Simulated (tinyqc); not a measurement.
Worked calculation: plane-wave Kohn-Sham cycle with exchange-only LDA in a layered model solid. One step of it, computed by the program tinyqc.

Question. Iteration 1: potential. V_H(G) = 4 pi rho(G)/G^2 for G != 0 (uniform background); v_x = -(3 rho/pi)^(1/3); V = V_ext + V_H + v_x; Fourier components f(G_m) = (1/N) sum_j f(x_j) exp(-i G_m x_j).

A solid whose potential varies along x alone (atomic units):
```
parameter                      value
period a                    5.900000
cross-section of the cell  15.000000
electrons per cell                 2
grid points                       16
plane waves -n..n, n               3
k points                           4
V1 in V1 cos(2 pi x/a)     -0.190000
```

density at the start, on the grid x_j = j a/N (e/bohr^3): [0.02259887, 0.02259887, 0.02259887, 0.02259887, 0.02259887, 0.02259887, 0.02259887, 0.02259887, 0.02259887, 0.02259887, 0.02259887, 0.02259887, 0.02259887, 0.02259887, 0.02259887, 0.02259887]

Give: Potentials on the grid; V(G_m), m = 0, 1, 2, ....

Answer.

Potentials on the grid (hartree):
```
x       V_ext    V_H     v_x       V
0.000  -0.190  0.000  -0.278  -0.468
0.369  -0.176  0.000  -0.278  -0.454
0.738  -0.134  0.000  -0.278  -0.413
1.106  -0.073  0.000  -0.278  -0.351
1.475       0  0.000  -0.278  -0.278
1.844   0.073  0.000  -0.278  -0.206
2.212   0.134  0.000  -0.278  -0.144
2.581   0.176  0.000  -0.278  -0.103
2.950   0.190  0.000  -0.278  -0.088
3.319   0.176  0.000  -0.278  -0.103
3.688   0.134  0.000  -0.278  -0.144
4.056   0.073  0.000  -0.278  -0.206
4.425       0  0.000  -0.278  -0.278
4.794  -0.073  0.000  -0.278  -0.351
5.162  -0.134  0.000  -0.278  -0.413
5.531  -0.176  0.000  -0.278  -0.454
```

V(G_m), m = 0, 1, 2, ... (hartree): [-0.278, -0.095, 0.000, 0.000, 0.000, 0.000, 0.000]
